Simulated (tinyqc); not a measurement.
Kinetic Monte Carlo and master equation for a particle on a ring of sites with traps and bias. Changing the force F along the ring. Computed by tinyqc, a small Python program. Command: `OMP_NUM_THREADS=1 python tinyqc.py 3017375 3017376 out.jsonl kmc sweep`. One thread of a shared host (Intel(R) Xeon(R) Processor @ 2.30GHz), about 0.01 s of CPU time with the checks.

8 sites on a ring, numbered 1 to 8. The saddle between i and i+1 lies at E0 + s b_i and site i at s eps_i; a force F tilts the landscape, with the saddle half-way.

Inputs (values chosen for the exercise, for a model defect):
```
quantity                        value      unit
reference barrier E0             0.88        eV
scale factor s of the disorder      1         -
attempt frequency nu                9       THz
temperature T                     960         K
site spacing a                    3.2  angstrom
```

Disorder: site traps.

site energies eps_i (eV): -0.24  0  -0.13  0  0  -0.16  0  -0.14

saddle shifts b_i between sites i and i+1 (eV): 0  0  0  0  0  0  0  0

Constants: k_B = 8.617333262e-05 eV/K.

Method:
- Rates: k(i to i+1) = nu exp(-(E0 + s b_i - s eps_i - F a/2)/(k_B T)), k(i to i-1) = nu exp(-(E0 + s b_(i-1) - s eps_i + F a/2)/(k_B T)).
- Share right = k right/(k right + k left); mean stay = 1/(k right + k left).
- Master equation dP/dt = W P, W_(i+1,i) = k right, W_(i-1,i) = k left, columns summing to zero. The steady state is its null vector; drift v = a sum P_i (k right - k left). D = a^2 lambda''(0)/2, where lambda(q) is the leading eigenvalue of W with right hops weighted by exp(q) and left hops by exp(-q).
- The slowest relaxation rate is minus the real part of the next eigenvalue of W. 1 angstrom = 1e-8 cm.
- At zero force D0 = a^2 nu exp(-E0/(k_B T)) / [<exp(-s eps/(k_B T))> <exp(s b/(k_B T))>], with means over the ring; Einstein relation v = D0 F/(k_B T); 1 angstrom = 1e-8 cm.

One run for each value; columns: (1) force F along the ring (eV/angstrom); (2) drift velocity v (cm/s); (3) Einstein drift (cm/s); (4) diffusivity D (cm^2/s); (5) slowest relaxation rate (1/s):
```
(1)              (2)         (3)         (4)         (5)
5.20e-04  2.8260e-02  2.8259e-02  4.4976e-08  2.0348e+07
1.10e-03  5.9784e-02  5.9779e-02  4.5042e-08  2.0419e+07
2.30e-03  1.2503e-01  1.2499e-01  4.5323e-08  2.0733e+07
4.90e-03  2.6669e-01  2.6629e-01  4.6576e-08  2.2278e+07
1.00e-02  5.4684e-01  5.4345e-01  5.1142e-08  3.1019e+07
2.20e-02  1.2320e+00  1.1956e+00  6.8000e-08  3.7900e+07
4.60e-02  2.8429e+00  2.4999e+00  1.1667e-07  6.2131e+07
9.80e-02  9.1390e+00  5.3258e+00  3.3407e-07  1.7831e+08
2.10e-01  8.1554e+01  1.1412e+01  2.9359e-06  1.5712e+09
```

Over the rows, drift velocity v (cm/s) rises from 0.0283 to 81.6 (exponent d ln y / d ln x 1.0 between the first rows and 2.9 between the last); Einstein drift (cm/s) rises from 0.0283 to 11.4 (exponent d ln y / d ln x about 1.0 throughout); diffusivity D (cm^2/s) rises from 4.50e-8 to 2.94e-6 (exponent d ln y / d ln x 0.0019 between the first rows and 2.9 between the last). At the low end the exponent of drift velocity v is 1.00, close to 1: linear response. At the low end the exponent of diffusivity D is 0.00, close to 0: a weak force leaves D unchanged. The ratio of drift to Einstein drift goes from 1.00 to 7.15; on a ring without disorder it is sinh(y)/y with y = F a/(2 k_B T), 7.15 in the last row.

Extremes, crossings and ranges named in words are read from the listed rows.
